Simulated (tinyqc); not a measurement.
Pillar capacitor in an array: capacitance, non-linearity, leakage and relaxation: one step of the calculation.

A film between two metal electrodes, each interface adding a series capacitance ci. The small-signal permittivity is ek (1 + aq E^2); the field is found with the linear permittivity. Leakage J = J0 sinh(E/Ef). After a voltage step the film passes a relaxation current kr C V tt^(-nr), tt being the time in seconds. The sidewall is a coaxial capacitor with radii a = dm/2 and b = dm/2 + t, depth AR dm; the end face is left out.

Task. Cell capacitance, fields and time constant. Per length 1/c = ln(b/a)/(2 pi eps0 ek) + (1/a + 1/b)/(2 pi ci); cell capacitance c AR dm; per footprint over pt^2; fields c V/(2 pi eps0 ek r) at r = a and b; resistance of the inner electrode rho AR dm/(pi a^2); time constant R C/3 of the distributed line.

Parameters, values chosen for the exercise; permittivity of the order of that of hafnium oxide:
```
symbol,value,unit,meaning
ek,20,,relative permittivity of the film
t,4.2,nm,film thickness
ci,66,uF/cm^2,capacitance of each electrode interface (dead layer and screening)
V,0.5,V,bias
dm,26,nm,diameter of the pillar
AR,30,,"aspect ratio, depth over diameter"
pt,64,nm,pitch of the square array
rho,200,uohm cm,resistivity of the inner electrode
```

Constants: eps0 = 8.8541878128e-14 F/cm where lengths are in cm. Results are converted to the units shown.

Give: a; b; cell capacitance; capacitance per footprint; field at a; field at b; R; R C/3.

Result.

a = 13.000 nm
b = 17.200 nm
cell capacitance = 2.7447 fF
capacitance per footprint = 67.009 uF/cm^2
field at a = 1.2164 MV/cm
field at b = 0.91935 MV/cm
R = 2.9382 kohm
R C/3 = 2.6882 ps

The array gives 17.9 times the planar capacitance per footprint; curvature makes the field at the inner electrode 1.15 times the planar value.

tinyqc, about 0.01 s, one thread, Intel Xeon 2.30GHz (shared host): `OMP_NUM_THREADS=1 python tinyqc.py 2102113 2102114 out.jsonl`
